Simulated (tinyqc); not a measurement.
Lossy interposer transmission line with skin effect: one step of the calculation.

A uniform line in a homogeneous dielectric: c = sqrt(er)/(c0 Z0), l = Z0 sqrt(er)/c0 (c0 = 299792458 m/s), g = w c td, w = 2 pi f. The resistance joins its limits as r = sqrt(r_dc^2 + r_hf^2), with r_dc = rho/(wd th), r_hf = kr rho/(2 delta (wd + th)), delta = sqrt(rho/(pi f mu0)), mu0 = 4 pi 1e-7 H/m; this is an interpolation, and internal inductance, up to 0.05 nH/mm at low frequency, is neglected.

Task. Line constants. delta, r_dc, r_hf, r, l, c and g as defined.

Inputs (values chosen for the exercise):
```
symbol  value     unit                                  meaning
wd        3.6       um                       width of the strip
th        1.1       um                   thickness of the strip
rho       2.2  uohm cm                              resistivity
er        2.7                             relative permittivity
td      0.005                                      loss tangent
Z0         75      ohm             lossless impedance sqrt(l/c)
kr        1.5           factor for crowding and the return path
f          29      GHz                                frequency
```

Wanted: delta; r_dc; r_hf; r; l; c; g.

Result.

delta = 0.43836 um
r_dc = 5.5556 ohm/mm
r_hf = 8.0085 ohm/mm
r = 9.7468 ohm/mm
l = 0.41108 nH/mm
c = 73.080 pF/m
g = 0.066581 S/m

r is 1.75 times r_dc; the skin depth is 0.399 of the thickness.

Program tinyqc, `OMP_NUM_THREADS=1 python tinyqc.py 2810191 2810192 out.jsonl`; Intel Xeon 2.30GHz, shared host, one thread, about 0.01 s.
